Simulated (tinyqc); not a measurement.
# Space-charge-limited current with shallow traps: from ohmic to space-charge-limited current

One carrier type, drift only, an injecting contact at x = 0 (zero field) and thickness L. The share th = y/(1 + y), y = (Nc/Nt) exp(-Et/kB T), of the injected charge is free: J = q mu n F, eps0 eps_r dF/dx = q (n - n0)/th.

Ohmic J = q n0 mu V/L; Mott-Gurney J = (9/8) th eps0 eps_r mu V^2/L^3; they cross at Vx = 8 q n0 L^2/(9 th eps0 eps_r); traps fill at V_TFL = q Nt L^2/(2 eps0 eps_r). Exact: with u = n0/n(L), w = -u - ln(1 - u) and v = -u - u^2/2 - ln(1 - u), V = (q n0 L^2/(th eps0 eps_r)) v/w^2 and J = q^2 n0^2 mu L/(th eps0 eps_r w).

Inputs (values chosen for the exercise): temperature T = 300 K; relative permittivity eps_r = 4.9; mobility mu = 0.46 cm^2/(V s); thickness L = 5300 nm; band density of states Nc = 1e19 cm^-3; trap density Nt = 1.5e15 cm^-3; trap depth Et = 0.23 eV; free carrier density in equilibrium n0 = 1.9e12 cm^-3.

Constants: q = 1.602176634e-19 C, kB = 1.380649e-23 J/K, Vt = kB T/q, eps0 = 8.8541878128e-14 F/cm where lengths are in cm. Results are converted to the units shown.

Results:
```
V (V),J (A/cm^2),ohmic (A/cm^2),Mott-Gurney (A/cm^2),d ln J/d ln V
0.039,1.084e-5,1.030e-5,1.094e-6,1.055
0.19,6.823e-5,5.020e-5,2.597e-5,1.333
0.4,1.998e-4,1.057e-4,1.151e-4,1.553
0.88,7.374e-4,2.325e-4,5.571e-4,1.748
1.9,0.002980,5.020e-4,0.002597,1.870
4.2,0.01353,0.001110,0.01269,1.938
9.2,0.06272,0.002431,0.06089,1.971
20,0.2917,0.005284,0.2878,1.986
```

Estimate the missing row, V = 0.085 V.

Computed row:
```
V (V),J (A/cm^2),ohmic (A/cm^2),Mott-Gurney (A/cm^2),d ln J/d ln V
0.085,2.538e-5,2.246e-5,5.198e-6,1.142
```

With this row back in the table: The local exponent rises from 1.06 to 1.99, passing from ohmic towards the square law around Vx = 0.367 V. In the last row J is 1.4 % above the Mott-Gurney value. For V = 0.039, 0.085, 0.19, 0.4, 0.88, 1.9 the voltage is under 100 kB T/q, where diffusion would add more than a third of the Mott-Gurney current.

Range of the model: Diffusion and a field-dependent mobility are left out. With injecting contacts the diffusion current, about 4 pi^2 Vt th eps0 eps_r mu V/L^3, equals the Mott-Gurney current at V = 35 kB T/q (0.9 V at 300 K), so the drift-only result needs V well above that.

Computed by the program tinyqc: `OMP_NUM_THREADS=1 python tinyqc.py 2370001 2370002 out.jsonl`, one thread of a shared Intel Xeon 2.30GHz, about 0.01 s for the whole run.
